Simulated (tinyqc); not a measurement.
From results back to parameters: thin (001) film in sp3s* tight binding with raised dangling bonds. Three cases, with inputs chosen for the exercise.

Problem. The gap of a passivated film (lowest level above mid-gap less highest below, mid-gap being half the lower bulk edge) belongs to a hidden number of planes between 6 and 45.

Planes alternate anion (a), cation (c) along [001], a/4 apart, starting with an anion; zero in-plane momentum; levels counted from the bulk Ev, the lower root of [[Epa, Vxx], [Vxx, Epc]]; no spin-orbit coupling. Block of s, pz, s*: from an anion to the cation above, Vss/2 (s,s), Vsapc/2 (s,z), -Vscpa/2 (z,s), Vxx/2 (z,z), Vxapc/2 (s*,z), -Vpaxc/2 (z,s*); to the cation below the same with the s-z and s*-z signs reversed. Block of u = (px + py)/sqrt2 and v = (px - py)/sqrt2: to the cation above (Vxx + Vxy)/2 for u and (Vxx - Vxy)/2 for v, to the cation below the reverse. Each surface atom has two dangling sp3 hybrids; raising both by dl adds (dl/2) [[1, t], [t, 1]] to its s, pz levels (t = -1 at the bottom face, +1 at the top) and dl to the one of u, v in whose plane the missing bonds lie (v for a bottom anion or a top cation, u for a top anion).

Case 1.

Values chosen (out of a larger set: near a published set for Si, fitted to gaps, whose masses and valley positions are rough; not measured data): p = (-4.193, 1.715, -4.193, 1.715, 6.652, 6.652, -8.288, 1.716, 4.597, 5.689, 5.689, 5.396, 5.396) eV (order Esa, Epa, Esc, Epc, Exa, Exc, Vss, Vxx, Vxy, Vsapc, Vscpa, Vxapc, Vpaxc); dp = 30 eV (value of dl for the passivated films); a = 5.429 angstrom (lattice constant).

edges (eV): Gamma 3.4320, Delta 1.1260

gap of the film = 1.5680 eV

Case 2.

Values chosen (out of a larger set: near a published set for Ge, fitted to gaps, whose masses and valley positions are rough; the L valleys, lowest in Ge, lie off zero in-plane momentum and are not seen; not measured data): p = (-5.907, 1.622, -5.907, 1.622, 6.364, 6.364, -6.838, 1.613, 4.85, 5.516, 5.516, 5.199, 5.199) eV (order Esa, Epa, Esc, Epc, Exa, Exc, Vss, Vxx, Vxy, Vsapc, Vscpa, Vxapc, Vpaxc); dp = 30 eV (value of dl for the passivated films); a = 5.654 angstrom (lattice constant).

edges (eV): Gamma 0.9220, Delta 0.8125

gap of the film = 1.2631 eV

Case 3.

Values chosen (out of a larger set: near a published set for SiC, fitted to gaps, whose masses and valley positions are rough; not measured data): p = (-8.516, 2.132, -4.841, 4.331, 9.718, 9.312, -12.495, 3.028, 5.916, 9.536, 9.131, 8.635, 4.363) eV (order Esa, Epa, Esc, Epc, Exa, Exc, Vss, Vxx, Vxy, Vsapc, Vscpa, Vxapc, Vpaxc); dp = 30 eV (value of dl for the passivated films); a = 4.357 angstrom (lattice constant).

edges (eV): Gamma 5.9408, Delta 2.4129

gap of the film = 2.5432 eV

Find: N; thickness N a/4.

Solution.

Case 1.

N = 11
thickness N a/4 = 14.93 angstrom

Computing the films in turn gives 1.6114, 1.5680 and 1.4833 eV for N = 10, 11 and 12; no other N in the range comes within 1 meV.

Case 2.

N = 11
thickness N a/4 = 15.55 angstrom

Computing the films in turn gives 1.2747, 1.2631 and 1.1633 eV for N = 10, 11 and 12; no other N in the range comes within 1 meV.

Case 3.

N = 19
thickness N a/4 = 20.70 angstrom

Computing the films in turn gives 2.5509, 2.5432 and 2.5266 eV for N = 18, 19 and 20; no other N in the range comes within 1 meV.

Computed by tinyqc, one run a case: `OMP_NUM_THREADS=1 python tinyqc.py N N+1 out.jsonl` with N = 1450128, 1450130, 1450193; one thread of a shared Intel(R) Xeon(R) Processor @ 2.30GHz, about 0.4 s a run at most.
